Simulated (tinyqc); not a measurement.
Inside a calculation. Method: plane-wave Kohn-Sham cycle with exchange-only LDA in a layered model solid. One step of it, computed by the program tinyqc.

Question. Iteration 1: potential. V_H(G) = 4 pi rho(G)/G^2 for G != 0 (uniform background); v_x = -(3 rho/pi)^(1/3); V = V_ext + V_H + v_x; Fourier components f(G_m) = (1/N) sum_j f(x_j) exp(-i G_m x_j).

A solid whose potential varies along x alone (atomic units):
```
parameter                      value
period a                   16.600000
cross-section of the cell   8.000000
electrons per cell                 2
grid points                       16
plane waves -n..n, n               2
k points                           2
V1 in V1 cos(2 pi x/a)     -0.260000
```

density at the start, on the grid x_j = j a/N (e/bohr^3): [0.01506024, 0.01506024, 0.01506024, 0.01506024, 0.01506024, 0.01506024, 0.01506024, 0.01506024, 0.01506024, 0.01506024, 0.01506024, 0.01506024, 0.01506024, 0.01506024, 0.01506024, 0.01506024]

Give: Potentials on the grid; V(G_m), m = 0, 1, 2, ....

Answer.

Potentials on the grid (hartree):
```
x        V_ext    V_H     v_x          V
0.000   -0.260  0.000  -0.243     -0.503
1.038   -0.240  0.000  -0.243     -0.483
2.075   -0.184  0.000  -0.243     -0.427
3.112   -0.099  0.000  -0.243     -0.343
4.150        0  0.000  -0.243     -0.243
5.188    0.099  0.000  -0.243     -0.144
6.225    0.184  0.000  -0.243     -0.059
7.263    0.240  0.000  -0.243  -2.98e-03
8.300    0.260  0.000  -0.243      0.017
9.338    0.240  0.000  -0.243  -2.98e-03
10.375   0.184  0.000  -0.243     -0.059
11.412   0.099  0.000  -0.243     -0.144
12.450       0  0.000  -0.243     -0.243
13.488  -0.099  0.000  -0.243     -0.343
14.525  -0.184  0.000  -0.243     -0.427
15.562  -0.240  0.000  -0.243     -0.483
```

V(G_m), m = 0, 1, 2, ... (hartree): [-0.243, -0.130, 0.000, 0.000, 0.000]
